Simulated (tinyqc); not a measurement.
## Van der Pauw, Hall and four-point-probe measurements on a doped layer: correction factor against the shape of the sample

A uniform p-type layer with sheet resistance Rs = 1/(q ns mu), point contacts, low field (mu B small).

Rs = 1/(q ns mu). For a rectangle with contacts at the corners, RA = (8 Rs/pi) sum_(k>=0) ln coth((2k + 1) pi a/(2 b)) with current along a short side b and voltage along the opposite one, RB the same with a and b exchanged. ar = a/b. F = Rs/[(pi/ln 2)(RA + RB)/2]; small-asymmetry estimate 1 - (ln 2/2) d^2 - ((ln 2)^2/4 - (ln 2)^3/12) d^4 with d = (RB - RA)/(RB + RA).

Inputs (values chosen for the exercise): sheet density of the layer ns = 1.9e15 cm^-2; drift mobility mu = 43 cm^2/(V s).

Constants: q = 1.602176634e-19 C. Results are converted to the units shown.

Correction factor against the shape of the sample:

| ar | RA (ohm) | RB (ohm) | RB/RA | F | estimate of F |
|---|---|---|---|---|---|
| 1 | 16.86 | 16.86 | 1.000 | 1.000 | 1.000 |
| 1.34 | 5.780 | 37.77 | 6.536 | 0.7740 | 0.7861 |
| 1.69 | 1.924 | 62.64 | 32.55 | 0.5221 | 0.6213 |
| 2.03 | 0.6612 | 87.99 | 133.1 | 0.3803 | 0.5767 |
| 2.37 | 0.2272 | 113.7 | 500.6 | 0.2958 | 0.5653 |
| 2.71 | 0.07809 | 139.6 | 1788 | 0.2413 | 0.5623 |
| 3.06 | 0.02600 | 166.4 | 6397 | 0.2026 | 0.5614 |
| 3.4 | 0.008936 | 192.3 | 2.152e4 | 0.1753 | 0.5612 |

RB/RA rises from 1.00 to 21500 and F falls from 1.00 to 0.175. The estimate is 19 % above F at a/b = 1.69 and 3.20 times it in the last row. RA shrinks about as exp(-pi a/b): by a factor of 2.91 between the last two rows, against 2.91.

Program tinyqc, `OMP_NUM_THREADS=1 python tinyqc.py 2850140 2850141 out.jsonl`; Intel Xeon 2.30GHz, shared host, one thread, about 0.04 s.
